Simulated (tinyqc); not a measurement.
Comparisons within one model: metal-induced gap states at the contact of a metal chain and a two-band chain. A value that a table varies takes the place of the one given here.

The semiconductor alternates sites A at -Eg/2 and C at +Eg/2 with hopping -t; the gap runs from -Eg/2 to Eg/2. In the gap cosh(q a) = 1 + (Eg^2/4 - E^2)/(2 t^2) and the amplitude changes by -exp(-q a) a period. The metal has site energy 0 and hopping -tm; its end site has g_m = (E - i sqrt(4 tm^2 - E^2))/(2 tm^2). Sites 1, 2, ... count into the semiconductor, with energies e1, e2 alternating. The clean half chain has g1 = 1/(E - e1 - t^2 g2), g2 = 1/(E - e2 - t^2 g1), decaying root. With the contact G11 = 1/(1/g1 - tc^2 g_m), and the density on site j is -Im G_jj/pi = |psi_j/psi_1|^2 (-Im G11/pi), per spin, with psi_2/psi_1 = -t g2, psi_3/psi_2 = -t g1.

Constants: e^2/(4 pi eps0) = 14.39964547 eV angstrom.

Values chosen for the exercise (gap and optical dielectric constant near those of Si; the chain itself is a model; shifted at random, so the results belong to these values and not to a real crystal):

| symbol | value | unit | meaning |
|---|---|---|---|
| Eg | 1.16 | eV | gap |
| t | 2.46 | eV | hopping in the semiconductor |
| tm | 3.37 | eV | hopping in the metal |
| tc | 1.41 | eV | hopping across the contact |
| end | C |  | site that touches the metal |
| a | 3.84 | angstrom | period (two sites); one chain for each area a^2 |
| eps | 12.2 |  | dielectric constant |
| E | -0.35 | eV | energy from mid-gap |

## Across the gap

E = f Eg. Share on C: the part of the summed density that lies on C sites, whose orbitals make the conduction edge.

Gap states:

| f | E (eV) | xi = 1/(2q) (angstrom) | D1 (1/eV) | D2 (1/eV) | sum (1/eV) | share on C |
|---|---|---|---|---|---|---|
| -0.48 | -0.557 | 29.09 | 0.0006 | 0.0272 | 0.2249 | 0.021 |
| -0.40 | -0.464 | 13.58 | 0.0030 | 0.0234 | 0.1074 | 0.113 |
| -0.30 | -0.348 | 10.19 | 0.0064 | 0.0212 | 0.0881 | 0.232 |
| -0.15 | -0.174 | 8.55 | 0.0131 | 0.0195 | 0.0902 | 0.403 |
| 0.00 | 0.000 | 8.16 | 0.0235 | 0.0185 | 0.1119 | 0.559 |
| 0.15 | 0.174 | 8.55 | 0.0418 | 0.0180 | 0.1654 | 0.699 |
| 0.30 | 0.348 | 10.19 | 0.0831 | 0.0172 | 0.3196 | 0.828 |
| 0.40 | 0.464 | 13.58 | 0.1569 | 0.0151 | 0.6986 | 0.912 |
| 0.48 | 0.557 | 29.09 | 0.3631 | 0.0069 | 2.9924 | 0.981 |

The decay length xi of the density is shortest at mid-gap, 8.16 angstrom, and grows to 29.1 near the edges. The summed density is least at f = -0.3 (0.0881) and largest at f = 0.48 (2.9924 1/eV). The share on C goes from 0.02 to 0.98 and passes one half near f = -0.056, a point that depends on which site ends the chain. The states turn from valence-like to conduction-like across the gap; the branch point, where the decay is fastest, lies at mid-gap in this symmetric chain and is the usual estimate of the neutrality level.

## Wider gaps pin less

E = 0; Eg is varied and eps follows 1 + (eps0 - 1)(Eg0/Eg), with the given Eg and eps as Eg0 and eps0. xi = 1/(2q), N = 2 (summed density)/a^2, S = 1/(1 + 4 pi e^2 N xi/eps).

Against the gap:

| Eg (eV) | eps | xi (angstrom) | summed density (1/eV) | S | S at fixed eps |
|---|---|---|---|---|---|
| 0.50 | 26.98 | 18.90 | 0.2759 | 0.174 | 0.087 |
| 0.75 | 18.32 | 12.61 | 0.1798 | 0.248 | 0.180 |
| 1.10 | 12.81 | 8.61 | 0.1187 | 0.338 | 0.327 |
| 1.50 | 9.66 | 6.32 | 0.0839 | 0.426 | 0.484 |
| 2.30 | 6.65 | 4.14 | 0.0508 | 0.563 | 0.702 |
| 3.40 | 4.82 | 2.83 | 0.0311 | 0.691 | 0.850 |
| 5.50 | 3.36 | 1.80 | 0.0160 | 0.827 | 0.945 |
| 9.00 | 2.44 | 1.17 | 0.0074 | 0.920 | 0.983 |

From Eg = 0.5 to 9 eV xi falls by a factor 16.1 and the summed density by 37.3, so at fixed eps S rises from 0.09 to 0.98. The weaker screening of wide-gap solids works against this: with it S goes from 0.17 to 0.92.

## Weakening the contact bond

At the given E, tc is varied, as by a thin spacer. xi = 1/(2q), N = 2 (summed density)/a^2, S = 1/(1 + 4 pi e^2 N xi/eps) with xi and eps kept.

Against tc:

| tc (eV) | D1 (1/eV) | summed density (1/eV) | S |
|---|---|---|---|
| 0.10 | 0.00003 | 0.00044 | 0.9909 |
| 0.25 | 0.00020 | 0.00278 | 0.9460 |
| 0.50 | 0.00080 | 0.01112 | 0.8138 |
| 0.80 | 0.00205 | 0.02849 | 0.6304 |
| 1.20 | 0.00461 | 0.06408 | 0.4313 |
| 1.80 | 0.01022 | 0.14207 | 0.2549 |
| 2.50 | 0.01847 | 0.25678 | 0.1592 |
| 3.50 | 0.02840 | 0.39481 | 0.1096 |

For a weak bond the density goes as tc^2 (ratio 6.25 between 0.25 and 0.1 eV, against 6.25). It is largest at tc = 3.5 eV among these rows, the end of the table; the peak may lie just before or beyond it. S is 0.991 at 0.1 eV and has its least value, 0.110, in that row.

## What each parameter does

xi = 1/(2q), summed density, and S = 1/(1 + 4 pi e^2 N xi/eps), N = 2 (summed density)/a^2. Each row changes one parameter from the base and keeps the others.

Results:

| case | xi (angstrom) | summed density (1/eV) | S |
|---|---|---|---|
| base | 10.227 | 0.08826 | 0.3551 |
| Eg = 1.276 eV | 8.872 | 0.07781 | 0.4186 |
| t = 2.706 eV | 11.247 | 0.08143 | 0.3518 |
| tm = 3.707 eV | 10.227 | 0.08026 | 0.3772 |
| tc = 1.551 eV | 10.227 | 0.10646 | 0.3134 |
| eps = 13.42 | 10.227 | 0.08826 | 0.3772 |
| end = A | 10.227 | 0.32284 | 0.1308 |

The largest shifts from the base row, up to three for each result and ties (the steps differ in size, so this ranks the rows, not the parameters). xi (angstrom): Eg -1.356, t +1.020; unchanged at the printed digits by tm, tc, eps and end. summed density (1/eV): end +0.23459, tc +0.01820, Eg -0.01045; unchanged at the printed digits by eps. S: end -0.2243, Eg +0.0635, tc -0.0417. The decay length belongs to the semiconductor alone; the metal and the contact set only the amplitude.

Computed by tinyqc, a small Python program: `OMP_NUM_THREADS=1 python tinyqc.py 1450165 1450166 out.jsonl` (the numbers bound the seed that draws the inputs); one thread of a shared host (Intel(R) Xeon(R) Processor @ 2.30GHz), about 0.01 s for the whole set of steps.
